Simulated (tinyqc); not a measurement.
Composition of the buffer: band edges of strained Si(1-x)Ge(x) on relaxed Si(1-y)Ge(y).

Values are linear in the Ge fraction but for ED(x) = linear - CD x (1 - x) and a(x) = linear - Ca x (1 - x). Energies are on the common scale of Ev.

Coherent growth on a (001) face: e_par = (a(y) - a(x))/a(x), e_perp = -2 (C12/C11) e_par; exx = eyy = e_par, ezz = e_perp, no shear.

A valley with unit axis u lies at Ev + gap + (av + a_valley) tr(e) + Xu (u.e.u - tr(e)/3); the Delta axes are x, y, z and the L axes [111], [1-1-1], [-11-1], [-1-11]. The second-order shift of the Delta valleys under shear is left out; it lowers the pair normal to the sheared plane by tens of meV at a shear of 1 %.

Valence edges: Ev plus the levels of the 6 x 6 matrix of X, Y, Z times spin with -Dso/3 + l exx + m (eyy + ezz) on the diagonal (cyclic), n exy off it, l = av + 2 b, m = av - b, n = sqrt(3) d. Spin-orbit term (Dso/3) L.sigma on X, Y, Z with (L_k)_ij = -i epsilon_kij: <X+|H|Y+> = -i Dso/3, <X+|H|Z-> = Dso/3, <Y+|H|Z-> = -i Dso/3, <Z+|H|X-> = -Dso/3, <Z+|H|Y-> = i Dso/3, <X-|H|Y-> = i Dso/3, and their conjugates; + and - are the spin along z.

Values chosen for the exercise (end members near Si and Ge, in this order; not measured data): a = (5.432, 5.656) angstrom (lattice constant); Dso = (0.043, 0.291) eV (spin-orbit splitting); av = (2.46, 1.25) eV (valence hydrostatic potential); b = (-2.11, -2.58) eV (tetragonal shear potential); d = (-4.87, -5.33) eV (trigonal shear potential); C11 = (167.4, 127.9) GPa; C12 = (63.4, 47.6) GPa; C44 = (78.7, 67.3) GPa; Ev = (0, 0.64) eV (top of the unstrained valence band); ED = (1.147, 0.94) eV (gap to the Delta valleys); EL = (2.034, 0.747) eV (gap to the L valleys); aD = (1.7, 1.3) eV (hydrostatic potential of the Delta gap); aL = (-3.12, -2.68) eV (hydrostatic potential of the L gap); XuD = (9.3, 9.11) eV (uniaxial potential, Delta); XuL = (15.6, 14.7) eV (uniaxial potential, L); CD = 0.223 eV (bowing of the Delta gap); Ca = 0.024 angstrom (bowing of the lattice constant); face = 001 (growth face); x = 0.34 (Ge fraction of the layer).

The layer is kept. dEc = Ec(buffer) - Ec(layer), dEv = Ev(layer) - Ev(buffer); buffer edges Ev(y) and Ev(y) + min(ED, EL). The digit behind Delta or L counts whole valleys.

Results:

| y | e_par (%) | lowest valleys | gap (eV) | next valleys above (meV) | valence splitting (meV) | dEc (eV) | dEv (eV) |
|---|---|---|---|---|---|---|---|
| 0.00 | -1.29 | Delta4 | 0.881 | 208 | 59 | 0.030 | 0.236 |
| 0.13 | -0.81 | Delta4 | 0.935 | 131 | 46 | 0.014 | 0.146 |
| 0.25 | -0.35 | Delta4 | 0.987 | 57 | 25 | 0.004 | 0.063 |
| 0.38 | 0.16 | Delta2 | 1.006 | 26 | 13 | 0.025 | -0.015 |
| 0.51 | 0.68 | Delta2 | 0.930 | 110 | 63 | 0.111 | -0.055 |
| 0.64 | 1.22 | Delta2 | 0.847 | 197 | 121 | 0.205 | -0.089 |
| 0.76 | 1.73 | Delta2 | 0.765 | 280 | 178 | 0.300 | -0.116 |
| 0.89 | 2.29 | Delta2 | 0.672 | 372 | 243 | 0.358 | -0.142 |

The gap is 0.881 eV in the first row and 0.672 eV in the last, with its largest listed value, 1.006 eV, at y = 0.38: it peaks near the match y = x, since strain of either sign narrows it. The lowest valleys change: Delta4 to Delta2 between y = 0.25 and 0.38. Per 0.1 of y the valence offset moves by -42 meV on average; the conduction offset lies between +4 and +358 meV, not monotonically. Both carriers sit on one side for y = 0.00, 0.13 and 0.25, and on opposite sides elsewhere. Offsets below about 30 meV are within the spread of parameter sets, so those rows do not settle the type. Strains above 2 % can be kept only in layers of a few nanometres.

tinyqc: `OMP_NUM_THREADS=1 python tinyqc.py 1050107 1050108 out.jsonl`; about 0.01 s, one thread, shared Intel(R) Xeon(R) Processor @ 2.30GHz.
